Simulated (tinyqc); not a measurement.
Worked calculation: band offset from the macroscopic average of a supercell potential. Values are carried at full precision from step to step, so a last printed digit may differ when a step is redone from the rounded ones.

A model of the planar-averaged electrostatic energy of an electron in a periodic cell of N1 periods of A (L1 = N1 n1 h) and N2 periods of B (L2 = N2 n2 h), on z_j = j h: V(z) = f VA + (1 - f) VB + F t(z), VA = V1[0] + V1[1] cos(2 pi z/(n1 h)) + V1[2] cos(4 pi z/(n1 h)), VB the same with V2, n2 and z - L1. f = [tanh(z/w) - tanh((z - L1)/w) + tanh((z - L1 - L2)/w)]/2 + 1/2; t(z) = z - L1/2 in A and (L1/L2)(L1 + L2/2 - z) beyond, so that the cell is periodic.

Constants: e^2/(4 pi eps0) = 14.39964547 eV angstrom.

Inputs chosen for the exercise (gaps near those of InAs and GaSb; the results hold for these values, not for the real material): h = 0.35 angstrom (grid step); n1 = 5 (grid points per period of A); n2 = 6 (grid points per period of B); N1 = 4 (periods of A); N2 = 5 (periods of B); V1 = (-4.71, 1.27, 0.27) eV (mean and two harmonics of the potential in A); V2 = (-8.02, 1.89, 0.79) eV (the same in B); w = 0.41 angstrom (width of the interfaces); F = 0 eV/angstrom (slope in A from opposite charges on the two interfaces); Ev1 = 6.27 eV (valence top of bulk A above its mean potential); Eg1 = (0.05, 0.41) eV (gap of A: semi-local value, corrected value); fv1 = 0.57 (share of the correction that lowers the valence top of A); Ev2 = 10.23 eV (valence top of bulk B above its mean potential); Eg2 = (0.1, 0.81) eV (gap of B: semi-local value, corrected value); fv2 = 0.54 (the same share for B); eps = 9.4 (dielectric constant at the interface).

## The planar average

Evaluate V on the grid, j = 0, 1, ...

V(z_j) (eV): -6.265  -4.986  -5.644  -5.665  -4.541  -3.171  -4.536  -5.654  -5.654  -4.536  -3.170  -4.536  -5.654  -5.654  -4.536  -3.171  -4.541  -5.675  -5.772  -4.986  -4.255  -7.020  -9.242  -9.099  -9.355  -7.469  -5.340  -7.470  -9.360  -9.120  -9.360  -7.470  -5.340  -7.470  -9.360  -9.120  -9.360  -7.470  -5.340  -7.470  -9.360  -9.120  -9.360  -7.470  -5.340  -7.469  -9.355  -9.099  -9.242  -7.020

## Running means

Running mean over n points, periodic: for odd n the plain mean of the n points centred on j; for even n the n + 1 points with half weight at both ends. The macroscopic average applies the mean over n1 points and then over n2 points.

Apply the first mean, then the second.

after the mean over n1 points (eV): -6.631  -5.916  -5.420  -4.802  -4.711  -4.713  -4.711  -4.710  -4.710  -4.710  -4.710  -4.710  -4.710  -4.710  -4.711  -4.715  -4.739  -4.829  -5.046  -5.542  -6.255  -6.920  -7.794  -8.437  -8.101  -7.747  -7.799  -7.752  -8.130  -8.556  -8.130  -7.752  -7.800  -7.752  -8.130  -8.556  -8.130  -7.752  -7.800  -7.752  -8.130  -8.556  -8.130  -7.752  -7.799  -7.747  -8.101  -8.437  -8.196  -7.322

macroscopic average (eV): -6.684  -6.091  -5.583  -5.206  -4.945  -4.786  -4.719  -4.711  -4.711  -4.710  -4.710  -4.710  -4.711  -4.714  -4.726  -4.764  -4.861  -5.059  -5.371  -5.810  -6.365  -6.920  -7.359  -7.671  -7.869  -7.966  -8.004  -8.016  -8.019  -8.020  -8.020  -8.020  -8.020  -8.020  -8.020  -8.020  -8.020  -8.020  -8.020  -8.020  -8.020  -8.020  -8.019  -8.016  -8.004  -8.000  -7.969  -7.836  -7.587  -7.211

Around the middle of B the first mean varies by 804 meV over five points and the second by 0 meV: one window removes only the period it matches.

## The potential line-up

Read the macroscopic average in the middle of each region, j = 10 and j = 35, and its slope in A by a central difference over two points each way.

plateau in A = -4.710 eV
plateau in B = -8.020 eV
dV = B - A = -3.310 eV
slope in A = 0.000 eV/angstrom

The plateaus are flat, so the line-up is well defined.

## Band offsets

dEv = Ev(A) - Ev(B) = Ev1 - (dV + Ev2); dEc = Ec(B) - Ec(A) = Eg2 - Eg1 - dEv. The correction of a gap, c = Eg[1] - Eg[0], lowers the valence top by fv c and leaves dV, a ground-state quantity, as it is. Type I: dEv and dEc of one sign; II: opposite signs; III: no overlap of the gaps.

Give the offsets with semi-local and with corrected band edges.

dEv, dEc, semi-local (eV): -0.650  0.700

lowering of the valence tops of A and B (eV): 0.205  0.383

dEv, dEc, corrected (eV): -0.472  0.872

The correction moves dEv by +0.18 eV and dEc by +0.17 eV; the type stays III.

## The dipole behind the step

A step dV of the mean electron energy from A to B across an interface equals 4 pi (e^2/4 pi eps0) times a dipole per area p (in e angstrom per angstrom^2). For a change of 0.1 eV in dV, give the charge per area moved over 2 angstrom in a medium of dielectric constant eps: sigma = 0.1 eps/(4 pi (e^2/4 pi eps0) 2). 1 angstrom^-2 = 1e16 cm^-2.

|p| = 0.01829 e/angstrom
sigma = 2.60e+13 e/cm^2

With about 7e14 atoms per cm^2 in a plane (as on a silicon (100) face), 3.7 % of an electron per atom shifts the line-up by 0.1 eV.

## Checks

- Line-up in a cell of 14 + 14 periods without slope against V2[0] - V1[0] (eV): both -3.3100.

Run: tinyqc, `OMP_NUM_THREADS=1 python tinyqc.py 1850793 1850794 out.jsonl`; Intel(R) Xeon(R) Processor @ 2.30GHz, one thread, shared host; about 0.01 s of CPU time with all checks.
